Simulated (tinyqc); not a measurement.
Out-diffusion of a doped substrate or buried layer into a growing epitaxial film: one step, computed by the program tinyqc. Command: `OMP_NUM_THREADS=1 python tinyqc.py 3018917 3018918 out.jsonl buried walk`. One thread of a shared host (Intel(R) Xeon(R) Processor @ 2.30GHz), about 0.01 s of CPU time with the checks.

x is counted from the original substrate surface into the film, whose surface moves as x = v t. Substrate dopant has one diffusivity; the dopant of the film is taken as uniform.

Task: Profile in the film. After growth and the later budget: l2 = 2 sqrt(D t + (Dt)2); C(x) = (C_s/2) erfc(x/l2) + share x C_s exp(-x/decay length) for x > 0 (autodoping taken as unchanged by the later budget). The transition x_t solves C(x) = C_e, where the total doping is twice the intended value. Positions are 0.05, 0.2, 0.4, 0.6, 0.8, 1, 1.25 and 1.5 of x_t with autodoping (any beyond the film thickness are formal); net doping = C + C_e.

Inputs (values chosen for the exercise, modelled on antimony in silicon):
```
quantity                                            value    unit
substrate concentration C_s                       3.1e+19  1/cm^3
film doping C_e                                   4.5e+16  1/cm^3
growth temperature T                                 1075       C
autodoping level at the start, as a share of C_s    2e-05       -
decay length of autodoping                            0.2      um
```

Film doping: same type as the substrate.

x_t with autodoping = 0.4267893 um

length l2 = 0.2026561 um

Give: Concentrations (1/cm^3).

Result:

Concentrations (1/cm^3):
```
x/x_t   x (um)   diffusion  autodoping  net doping
0.05   0.02134  1.3665e+19  5.5725e+14  1.3711e+19
0.20   0.08536  8.5467e+18  4.0461e+14  8.5921e+18
0.40   0.17072  3.6197e+18  2.6405e+14  3.6649e+18
0.60   0.25607  1.1461e+18  1.7232e+14  1.1912e+18
0.80   0.34143  2.6643e+17  1.1246e+14  3.1154e+17
1.00   0.42679  4.4927e+16  7.3389e+13  9.0000e+16
1.25   0.53349  3.0529e+15  4.3047e+13  4.8096e+16
1.50   0.64018  1.2269e+14  2.5249e+13  4.5148e+16
```

Caution: the substrate doping is comparable to or above the intrinsic density at growth temperature, so the diffusivity may be higher on that side.
